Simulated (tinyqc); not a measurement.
Permeation of metal atoms or ions through a thin barrier or dielectric: time lag, field-aided drift and lifetime: one step, computed by the program tinyqc. Command: `OMP_NUM_THREADS=1 python tinyqc.py 3007925 3007926 out.jsonl barrier walk`. One thread of a shared host (Intel(R) Xeon(R) Processor @ 2.30GHz), about 0.01 s of CPU time with the checks.

The film 0 < x < d is empty at first; C = C0 at x = 0 and C = 0 at x = d. dC/dt = D d2C/dx2 - v dC/dx with drift v = D z e V/(k_B T d) (uniform field, no space charge).

Task: Time to the critical dose. Steady flux J = (D C0/d) P/(1 - exp(-P)); time lag in units of d^2/D: s_L = [P (1 + exp(-P))/(1 - exp(-P)) - 2]/P^2 (P = 0: J = D C0/d, s_L = 1/6). Dose through the film Q(s) = C0 d {f (s - s_L) - 2 exp(P/2) sum_(n=1..200) (-1)^n n^2 pi^2 exp(-l_n s)/l_n^2}, l_n = n^2 pi^2 + P^2/4, f = P/(1 - exp(-P)) the relative flux. Temperatures in kelvin are T(C) + 273.15. Solve Q = Q_c for s. At the use temperature D and P take T_u, with the same C0 and V; 1 year = 3.15576e7 s.

Inputs (values chosen for the exercise, for a model case: singly charged ions through a dielectric):
```
quantity                                   value    unit
thickness d                                   50      nm
prefactor D0                                0.66  cm^2/s
activation energy E                         1.11      eV
concentration at the source side C0      7.4e+14  1/cm^3
charge number z                                1       -
voltage V (positive drives ions across)    0.034       V
critical dose Q_c                          7e+09  1/cm^2
test temperature T                           125       C
use temperature T_u                           85       C
```

Peclet number P = 0.9909673

time scale d^2/D = 4253.667 s

Constants: k_B = 8.617333262e-05 eV/K.

Give: s at the critical dose; failure time at T; failure time at T_u.

Result:

s at the critical dose = 1.364

failure time at T = 5804 s

failure time at T_u = 0.006549 years

Caution: grain boundaries, pinholes, trapping and space charge are left out; thin real barriers usually fail at defects.
